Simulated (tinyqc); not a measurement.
What moves the results: free and nearly free electrons in a metal. A value that a table varies takes the place of the one given here.

The cubic cell holds 2 atoms: n = 2 z/a^3, kF = (3 pi^2 n)^(1/3), EF = c kF^2/m, vF = 2 c kF/(m hbar), c = hbar^2/2m0; rs = (3/(4 pi n))^(1/3)/a0; D(EF) = 3 n/(2 EF).

Two plane waves k and k - G, G = (110) (2 pi/a): H = [[c k^2/m, V], [V, c (k - G)^2/m]] with c = hbar^2/2m0.

Square wire of width w with grain size w: rho/rho0 = 1/(1 - 3 al/2 + 3 al^2 - 3 al^3 ln(1 + 1/al)) + (3/4) (1 - p) l/w, with al = (l/w) Rg/(1 - Rg) (Mayadas-Shatzkes plus the thick-wire form of Fuchs-Sondheimer); l = hbar kF/(n e^2 rho), e = 1.602176634e-19 C.

Constants: hbar^2/2m0 = 3.80998211 eV angstrom^2; hbar = 6.58211957e-16 eV s; a0 (Bohr radius) = 0.5291772105 angstrom.

Values chosen for the exercise (near those of K; the results hold for these values, not for the real material): a = 5.205 angstrom (bcc lattice constant); z = 1 (free electrons an atom); m = 1 m0 (mass); rho = 7.92 micro-ohm cm (bulk resistivity); p = 0.2 (specularity of the surfaces); Rg = 0.25 (reflection at grain boundaries); w = 14 nm (wire width).

## When the Fermi surface touches the face

On the face the lower band is E = c (G^2/4 + q^2)/m - V, q along the face. EF is held at its free value. A neck opens where EF > c G^2/(4m) - V, with radius q; the second band fills where EF > c G^2/(4m) + V.

Necks:
```
V (eV)  lower band at the face centre (eV)  neck radius (1/angstrom)  radius/kF
0.2                                  2.576                         -          -
0.5                                  2.276                         -          -
0.8                                  1.976                    0.2053      0.274
1.1                                  1.676                    0.3477      0.464
1.4                                  1.376                    0.4468      0.597
1.8                                  0.976                    0.5519      0.737
2.2                                  0.576                    0.6400      0.855
2.6                                  0.176                    0.7174      0.958
```

EF = 2.137 eV
c G^2/(4m) = 2.776 eV

Contact needs V > 0.639 eV. It is first met at V = 0.8 eV of those listed, and the radius then grows as the square root of the excess, to 0.958 kF at 2.6 eV. EF is held at its free value here; a count of states lowers it as V grows, strongly for V of an eV or more, so the threshold is a lower bound, the radii are upper bounds, and some necks may vanish.

## Resistivity of narrow wires

Wires:
```
w (nm)     al  grain term (factor - 1)  surface term  rho (micro-ohm cm)
200     0.046                    0.067         0.082                9.10
100     0.091                    0.133         0.164               10.28
50      0.183                    0.263         0.329               12.60
30      0.304                    0.432         0.548               15.68
20      0.456                    0.641         0.822               19.51
14      0.652                    0.908         1.174               24.40
10      0.913                    1.260         1.643               30.92
7       1.304                    1.787         2.348               40.67
```

l = 27.39 nm

At 7 nm the resistivity is 5.13 times the bulk value; surfaces add more (1.79 from grains, 2.35 from surfaces). It passes twice the bulk value between 30 and 20 nm. The surface formula is meant for w above l = 27 nm, so the rows below that are rough.

## What sets the wire resistivity

All results formed anew. Each row changes one parameter from the base and keeps the others.

Results:
```
case                      EF (eV)  l (nm)  wire rho (micro-ohm cm)
base                        2.137   27.39                   24.404
a = 5.361 angstrom          2.014   29.05                   25.396
m = 1.2 m0                  1.780   27.39                   24.404
rho = 9.504 micro-ohm cm    2.137   22.82                   26.021
p = 0.5                     2.137   27.39                   20.918
Rg = 0.175                  2.137   27.39                   21.844
w = 9.8 nm                  2.137   27.39                   31.382
```

The largest shifts from the base row, up to three for each result and ties (the steps differ in size, so this ranks the rows, not the parameters). EF (eV): m -0.356, a -0.123; unchanged at the printed digits by rho, p, Rg and w. l (nm): rho -4.56, a +1.67; unchanged at the printed digits by m, p, Rg and w. wire rho (micro-ohm cm): w +6.978, p -3.486, Rg -2.560; unchanged at the printed digits by m. The mass drops out of l at given rho, because vF falls and tau rises by the same factor.

Program tinyqc; command `OMP_NUM_THREADS=1 python tinyqc.py 1681323 1681324 out.jsonl`; about 0.01 s on one thread of a shared Intel(R) Xeon(R) Processor @ 2.30GHz.
